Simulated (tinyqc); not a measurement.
Core-shell quantum dot (spherical envelope functions): sweeps and comparisons. A value that a table varies takes the place of the one given here.

Parabolic bands; strain and other valleys are left out. s states, u = r psi, hard wall at R + H, c = hbar^2/2m0, energies from the band edges of the core. Core: u = sin(k1 r)/k1, k1 = sqrt(m1 E/c). At R, psi and psi'/m are continuous, so u is continuous and its slope in the shell is s = u/R + (m2/m1)(u' - u/R). Shell: u(R + x) = u(R) cos(k2 x) + s sin(k2 x)/k2, k2 = sqrt(m2 (E - V)/c); for negative arguments the functions turn into sinh and cosh. A level has u(R + H) = 0.

Overlap = (integral of u_e u_h)^2 with normalised u. Coulomb integrals J_ab = (q/eps) double integral of u_a(r)^2 u_b(s)^2/max(r, s), q = e^2/(4 pi eps0), one eps everywhere. Exciton E = Eg + E_e + E_h - J_eh; first-order biexciton shift J_ee + J_hh - 2 J_eh (positive: repulsive).

Constants: hbar^2/2m0 = 3.80998211 eV angstrom^2; e^2/(4 pi eps0) = 14.39964547 eV angstrom; hc = 1239.841984 eV nm.

Parameters, chosen for this exercise (near those of an InAs/InP core-shell dot; not measured data):
- R = 37 angstrom (core radius)
- Vc = 0.474 eV (conduction edge of the shell above that of the core)
- Vv = 0.4 eV (hole barrier of the shell)
- me1 = 0.03 m0 (electron, core)
- me2 = 0.077 m0 (electron, shell)
- mh1 = 0.359 m0 (hole, core)
- mh2 = 0.487 m0 (hole, shell)
- Eg = 0.418 eV (gap of the core)
- eps = 11.6 (dielectric constant)
- Hs = (4, 7, 15, 18, 27, 47, 66) angstrom (shell thicknesses)
- H = 23 angstrom (shell thickness)

## Growing the shell

All quantities anew for each H.

Results:

| H (angstrom) | E_e (eV) | E_h (eV) | electron in core | overlap | J_eh (meV) | E (eV) | biexciton shift (meV) |
|---|---|---|---|---|---|---|---|
| 4 | 0.5570 | 0.0611 | 0.976 | 0.972 | 50.6 | 0.985 | 0.6 |
| 7 | 0.4361 | 0.0574 | 0.934 | 0.942 | 47.6 | 0.864 | 1.2 |
| 15 | 0.3222 | 0.0559 | 0.835 | 0.864 | 44.3 | 0.752 | 2.6 |
| 18 | 0.3072 | 0.0559 | 0.809 | 0.841 | 43.6 | 0.737 | 3.0 |
| 27 | 0.2879 | 0.0559 | 0.761 | 0.797 | 42.4 | 0.719 | 3.7 |
| 47 | 0.2806 | 0.0559 | 0.728 | 0.764 | 41.6 | 0.713 | 4.2 |
| 66 | 0.2801 | 0.0559 | 0.723 | 0.759 | 41.4 | 0.713 | 4.3 |

What can be read from the table?

The line moves by -273 meV: the electron gives -277, the hole -5 and the weaker attraction +9 meV. Over the last step E_e moves by -0.5 meV and E_h by 0.0 meV; the electron level lies below the shell edge Vc, so it is bound to the core and settles. The overlap goes from 0.972 to 0.759, which scales the radiative lifetime by 1.3 if the rate is proportional to it. Up to H = 66 angstrom E_e exceeds 0.15 Eg, where a parabolic band overstates it.

## What each parameter does

All quantities anew. Each row changes one parameter from the base and keeps the others.

Results:

| case | E (eV) | overlap | electron in core | biexciton shift (meV) |
|---|---|---|---|---|
| base | 0.725 | 0.813 | 0.778 | 3.5 |
| R = 40 angstrom | 0.695 | 0.823 | 0.804 | 3.0 |
| H = 28 angstrom | 0.718 | 0.793 | 0.758 | 3.8 |
| Vc = 0.374 eV | 0.702 | 0.786 | 0.752 | 4.0 |
| Vv = 0.3 eV | 0.722 | 0.844 | 0.778 | 2.9 |
| me2 = 0.096 m0 | 0.698 | 0.808 | 0.781 | 3.6 |
| mh1 = 0.287 m0 | 0.734 | 0.846 | 0.778 | 2.7 |
| eps = 13.3 | 0.730 | 0.813 | 0.778 | 3.0 |

How do the results move?

The largest shifts from the base row, up to three for each result and ties (the steps differ in size, so this ranks the rows, not the parameters). E (eV): R -0.030, me2 -0.027, Vc -0.023. overlap: mh1 +0.033, Vv +0.032, Vc -0.027; unchanged at the printed digits by eps. electron in core: Vc -0.026, R +0.026, H -0.020; unchanged at the printed digits by Vv, mh1 and eps. biexciton shift (meV): mh1 -0.8, Vv -0.6, Vc +0.5.

Computed by tinyqc, a small Python program: `OMP_NUM_THREADS=1 python tinyqc.py 1281077 1281078 out.jsonl` (the numbers bound the seed that draws the inputs); one thread of a shared host (Intel(R) Xeon(R) Processor @ 2.30GHz), about 0.04 s for the whole set of steps.
